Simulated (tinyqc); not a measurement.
# Worked calculation: p-type polysilicon, carrier trapping at grain boundaries

Computed by the program tinyqc: `OMP_NUM_THREADS=1 python tinyqc.py 2830156 2830157 out.jsonl`, one thread of a shared Intel Xeon 2.30GHz, about 0.01 s for the whole run. Printed values are rounded.

One-dimensional grains of size Lg, uniform ionised doping N, monovalent traps Qt at each boundary at a depth Et below (for electrons) or above (for holes) the band edge there, abrupt depletion of width W on each side of a boundary, Boltzmann statistics. xi is the distance from the band edge at the grain centre to the Fermi level. Trapped charge Qt/(1 + exp((xi + VB - Et)/Vt)) = 2 N W, barrier VB = q N W^2/(2 eps0 eps_r).

Parameters, values chosen for the exercise; values of the order met in polycrystalline silicon:
- T = 300 K (temperature)
- eps_r = 11.7 (relative permittivity)
- NB = 2.65e19 cm^-3 (valence-band density of states at T)
- Lg = 110 nm (grain size)
- Qt = 8.8e11 cm^-2 (trap density of a grain boundary)
- Et = 0.34 eV (depth of the trap level from the majority band edge at the boundary)
- ms = 0.6 m0 (mass for thermionic emission)
- fe = 0.12 (correction factor of the emission rate)
- mug = 160 cm^2/(V s) (mobility inside the grains)
- N = 2.4e17 cm^-3 (doping)

Constants: q = 1.602176634e-19 C, kB = 1.380649e-23 J/K, m0 = 9.1093837015e-31 kg, Vt = kB T/q, eps0 = 8.8541878128e-14 F/cm where lengths are in cm. Results are converted to the units shown.

## Starting value

W = 15 nm.

W at the start = 15 nm

## Iteration 1: new W

Partly depleted grain, xi = Vt ln(NB/N): f = 1/(1 + exp((xi + VB - Et)/Vt)), g = Qt f - 2 N W, g' = -2 Qt f (1 - f) VB/(W Vt) - 2 N, W(new) = W - g/g'.

VB = 0.0417580 V
f = 0.998923
g = 1.59052e11 cm^-2
g' = -4.82039e10 cm^-2/nm
W after iteration 1 = 18.2996 nm

## Iteration 2: new W

As before.

VB = 0.0621496 V
f = 0.997632
g = -4.62634e8 cm^-2
g' = -4.85461e10 cm^-2/nm
W after iteration 2 = 18.2900 nm

## Course of the iteration

Stop when the step is below 1e-10 nm, or after 40 iterations.

Course of the iteration:
```
iteration,W before the step (nm),step (nm)
1,15,3.30
2,18.2996,-9.53e-3
3,18.2900,-1.61e-7
4,18.2900,< 1e-12
```

Converged in 4 iterations.

## Depletion width, Fermi level and barrier

If the trap equation with xi = Vt ln(NB/N) has a root W < Lg/2, the grain is partly depleted; otherwise W = Lg/2 and the trap equation gives xi = Et - VB + Vt ln(Qt/(N Lg) - 1). N* = Qt/Lg.

N* = 8e16 cm^-3
W = 18.2900 nm
xi = 0.121615 V
VB = 0.0620849 V
share of traps filled = 0.997638

N is 3.00 N*, and the grain is partly depleted; VB = 2.40 Vt.

## Resistivity and effective mobility

n0 = NB exp(-xi/Vt); mean density n0 (1 - 2 W/Lg) by charge balance in a partly depleted grain, and n0 (sqrt(pi)/2) erf(u)/u with u = sqrt(VB/Vt) in a fully depleted one; v = sqrt(kB T/(2 pi ms m0)); barrier resistivity Vt exp(VB/Vt)/(q fe n0 v Lg); grain resistivity (1 - 2 W/Lg)/(q n0 mug); effective mobility 1/(q mean density total resistivity).

n0 = 2.4e17 cm^-3
mean density = 1.60189e17 cm^-3
v = 3.47290e6 cm/s
barrier resistivity = 1.61915 ohm cm
grain resistivity = 0.108487 ohm cm
resistivity = 1.72764 ohm cm
effective mobility = 22.5530 cm^2/(V s)

The resistivity is 10.6 times that of a single crystal with the same N and mobility mug, and the mean density is 66.7 % of N.
